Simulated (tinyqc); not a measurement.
Interface traps from C-V curves, high-low and Terman methods: two steps of the calculation.

MOS capacitor on an n-type substrate; psi is the band bending, negative in depletion; only majority carriers are counted. At the bending psi the Fermi level lies y = xi - psi below the conduction edge at the surface, xi = Vt ln(Nc/Nd). Dit(y) = D0 + D1 exp(-y/E1); traps fill up to the Fermi level, follow the bias and a slow signal, and do not follow a fast one. V is the gate voltage from flat band.

Inputs (values chosen for the exercise); band and dielectric values close to those of gallium nitride:

| symbol | value | unit | meaning |
|---|---|---|---|
| T | 250 | K | temperature |
| eps_r | 9.5 |  | relative permittivity |
| Nc | 1.79e18 | cm^-3 | conduction-band density of states at T |
| Nd | 1.8e17 | cm^-3 | donor density |
| EOT | 21 | nm | equivalent oxide thickness |
| D0 | 3.6e11 | cm^-2 eV^-1 | trap density far from the band edge |
| D1 | 8.3e12 | cm^-2 eV^-1 | band-tail density at the conduction edge |
| E1 | 0.1 | eV | decay energy of the tail |
| n | 10 |  | points |
| pa | -0.9 | V | deepest band bending |
| pb | -0.032 | V | shallowest band bending |

Constants: q = 1.602176634e-19 C, kB = 1.380649e-23 J/K, Vt = kB T/q, eps0 = 8.8541878128e-14 F/cm where lengths are in cm. Results are converted to the units shown.

Question 1. The curves. Cox = 3.9 eps0/EOT, LD = sqrt(eps0 eps_r Vt/(q Nd)), u = psi/Vt, Cd = (eps0 eps_r/(sqrt(2) LD)) |exp(u) - 1|/sqrt(exp(u) - u - 1). Ideal V0 = psi - sqrt(2) (eps0 eps_r Vt/LD) sqrt(exp(u) - u - 1)/Cox for psi < 0; the traps add dV = (q/Cox) times the integral of Dit from 0 to psi = (q/Cox) [D0 psi + D1 E1 exp(-xi/E1) (exp(psi/E1) - 1)]. 1/C_HF = 1/Cox + 1/Cd, 1/C_LF = 1/Cox + 1/(Cd + q Dit). Take n equally spaced psi from pa to pb.

Find: psi; y; Dit; V0; V; C_HF; C_LF; Cox.

Answer 1.

| point | psi (V) | y (eV) | Dit (cm^-2 eV^-1) | V0 (V) | V (V) | C_HF (nF/cm^2) | C_LF (nF/cm^2) |
|---|---|---|---|---|---|---|---|
| 0 | -0.90000 | 0.94949 | 3.6062e11 | -2.1555 | -2.9641 | 68.532 | 84.843 |
| 1 | -0.80356 | 0.85304 | 3.6164e11 | -1.9881 | -2.7629 | 70.867 | 86.494 |
| 2 | -0.70711 | 0.75660 | 3.6430e11 | -1.8162 | -2.5569 | 73.532 | 88.443 |
| 3 | -0.61067 | 0.66015 | 3.7127e11 | -1.6388 | -2.3449 | 76.624 | 90.841 |
| 4 | -0.51422 | 0.56371 | 3.8958e11 | -1.4544 | -2.1250 | 80.290 | 93.976 |
| 5 | -0.41778 | 0.46726 | 4.3759e11 | -1.2610 | -1.8930 | 84.767 | 98.406 |
| 6 | -0.32133 | 0.37082 | 5.6353e11 | -1.0548 | -1.6407 | 90.473 | 105.12 |
| 7 | -0.22489 | 0.27437 | 8.9393e11 | -0.8289 | -1.3488 | 98.270 | 115.44 |
| 8 | -0.12844 | 0.17793 | 1.7607e12 | -0.5665 | -0.9681 | 110.39 | 129.88 |
| 9 | -0.03200 | 0.08149 | 4.0344e12 | -0.1979 | -0.3441 | 132.72 | 146.39 |

Cox = 164.43 nF/cm^2

At the deepest bending the traps stretch the gate voltage from -2.16 to -2.96 V.

Question 2. Terman extraction. psi at each point follows from C_HF and the ideal curve. Dit = (Cox/q) d(V - V0)/dpsi by central differences over the two neighbours.

| point | psi (V) | V0 (V) | V (V) |
|---|---|---|---|
| 0 | -0.90000000 | -2.1554770 | -2.9641467 |
| 1 | -0.80355556 | -1.9881109 | -2.7628523 |
| 2 | -0.70711111 | -1.8162189 | -2.5568717 |
| 3 | -0.61066667 | -1.6388053 | -2.3449488 |
| 4 | -0.51422222 | -1.4544445 | -2.1249753 |
| 5 | -0.41777778 | -1.2609663 | -1.8929897 |
| 6 | -0.32133333 | -1.0547608 | -1.6406829 |
| 7 | -0.22488889 | -0.8289301 | -1.3488301 |
| 8 | -0.12844444 | -0.5665233 | -0.9681420 |
| 9 | -0.03200000 | -0.1978756 | -0.3441197 |

Cox = 164.43492 nF/cm^2

Wanted: Dit by Terman.

Answer 2.

| point | Dit by Terman (cm^-2 eV^-1) |
|---|---|
| 1 | 3.6190e11 |
| 2 | 3.6500e11 |
| 3 | 3.7310e11 |
| 4 | 3.9438e11 |
| 5 | 4.5019e11 |
| 6 | 5.9659e11 |
| 7 | 9.8064e11 |
| 8 | 1.9881e12 |

The differences overstate the curved tail; the largest error is 13 %, at point 8.

tinyqc, about 0.01 s, one thread, Intel Xeon 2.30GHz (shared host): `OMP_NUM_THREADS=1 python tinyqc.py 2030157 2030158 out.jsonl`
